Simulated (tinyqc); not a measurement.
Lossy on-chip transmission line with skin effect: two steps of the calculation.

A uniform line in a homogeneous dielectric: c = sqrt(er)/(c0 Z0), l = Z0 sqrt(er)/c0 (c0 = 299792458 m/s), g = w c td, w = 2 pi f. The resistance joins its limits as r = sqrt(r_dc^2 + r_hf^2), with r_dc = rho/(wd th), r_hf = kr rho/(2 delta (wd + th)), delta = sqrt(rho/(pi f mu0)), mu0 = 4 pi 1e-7 H/m; this is an interpolation, and internal inductance, up to 0.05 nH/mm at low frequency, is neglected.

Parameters, values chosen for the exercise: width of the strip wd = 2.2 um; thickness of the strip th = 0.92 um; resistivity rho = 2 uohm cm; relative permittivity er = 4.2; loss tangent td = 0.005; lossless impedance sqrt(l/c) Z0 = 75 ohm; factor for crowding and the return path kr = 1.2; length len = 0.67 mm; frequency f = 1.6 GHz.

Question 1. Line constants. delta, r_dc, r_hf, r, l, c and g as defined.

Wanted: delta; r_dc; r_hf; r; l; c; g.

Answer 1.

delta = 1.7794 um
r_dc = 9.8814 ohm/mm
r_hf = 2.1615 ohm/mm
r = 10.115 ohm/mm
l = 0.51270 nH/mm
c = 91.147 pF/m
g = 0.0045816 S/m

r is 1.02 times r_dc; the skin depth is 1.93 of the thickness.

Question 2. Propagation constant and impedance. gamma = sqrt((r + i w l)(g + i w c)) = alpha + i beta, Zc = sqrt((r + i w l)/(g + i w c)), roots with positive real part; loss 8.685889638 alpha in dB; phase velocity w/beta.

r = 10.115064 ohm/mm
l = 0.51270223 nH/mm
c = 91.147063 pF/m
g = 0.0045815511 S/m

Find: gamma len; Zc; loss; phase velocity over c0; r/(w l).

Answer 2.

gamma len = 0.03585+0.05818i
Zc = 95.05-57.92i ohm
loss = 0.4648 dB/mm
phase velocity over c0 = 0.3862
r/(w l) = 1.962

r exceeds w l, so the line behaves mainly as an RC line at this frequency.

Program tinyqc, `OMP_NUM_THREADS=1 python tinyqc.py 2810129 2810130 out.jsonl`; Intel Xeon 2.30GHz, shared host, one thread, about 0.01 s.
